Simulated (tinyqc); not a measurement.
AlGaN/GaN HEMT with access regions, lumped model: two steps of the calculation.

A polarisation-induced electron sheet under a Schottky gate, in series with two ungated access regions and contacts. Drift law v = mu E/(1 + mu E/vs) under the gate. Currents in mA/mm, resistances in ohm mm. No self-heating, no channel-length modulation; fits for polarisation, barrier and offset are chosen for the exercise.

Inputs (values chosen for the exercise); values close to those of AlGaN/GaN structures:
- x = 0.17 (aluminium share of the barrier)
- d = 15 nm (barrier thickness)
- eps_r = 9.1 (relative permittivity of barrier and channel)
- mu = 1600 cm^2/(V s) (channel mobility)
- vs = 1.2e7 cm/s (saturation velocity)
- Lg = 0.5 um (gate length)
- Ls = 2 um (source access length)
- Ld = 8 um (drain access length)
- Rc = 0.42 ohm mm (resistance of each contact)
- ft = 0 (share of the drain-access electrons removed by traps)
- Vg = -0.5 V (gate voltage)
- Vd = 1 V (drain voltage)

Constants: q = 1.602176634e-19 C, eps0 = 8.8541878128e-14 F/cm where lengths are in cm. Results are converted to the units shown.

Problem 1. Polarisation charge, threshold and sheet resistance. sigma = (5e13 x + 1.6e13 x^2) cm^-2, phiB = 0.84 + 1.3 x, dEc = 0.7 (1.71 x + x^2) in volts, Cb = eps0 eps_r/d, VT = phiB - dEc - q sigma/Cb, access density n0 = -Cb VT/q. Rsh = 1/(q mu n0); largest access current q n0 vs.

Give: sigma; Cb; VT; n0; Rsh; q n0 vs.

Solution 1.

sigma = 8.962e12 cm^-2
Cb = 0.5372 uF/cm^2
VT = -1.836 V
n0 = 6.155e12 cm^-2
Rsh = 633.8 ohm
q n0 vs = 1183 mA/mm

Problem 2. Drain current. Access resistance R(L, n) = L/(q mu n sqrt(1 - (I/(q n vs))^2)); Rs = Rc + R(Ls, n0), Rd = Rc + R(Ld, (1 - ft) n0). Vg' = Vg - I Rs, Vd' = Vd - I (Rs + Rd); with u = Vg' - VT, Vc = vs Lg/mu and w the smaller of Vd' and Vc [sqrt(1 + 2 u/Vc) - 1] (0 if negative), the channel gives (mu Cb/Lg)(u w - w^2/2)/(1 + w/Vc). I(new) = I + 0.1 (channel current - I).

I after iteration 1 = 118.29033 mA/mm
VT = -1.8359471 V
Cb = 0.53715406 uF/cm^2
n0 = 6.1552916e12 cm^-2

Wanted: Rs; Rd; Vg'; Vd'; channel current; I after iteration 2.

Solution 2.

Rs = 1.6939 ohm mm
Rd = 5.5156 ohm mm
Vg' = -0.70037 V
Vd' = 0.14719 V
channel current = 192.95 mA/mm
I after iteration 2 = 125.76 mA/mm

Program tinyqc, `OMP_NUM_THREADS=1 python tinyqc.py 2570028 2570029 out.jsonl`; Intel Xeon 2.30GHz, shared host, one thread, about 0.01 s.
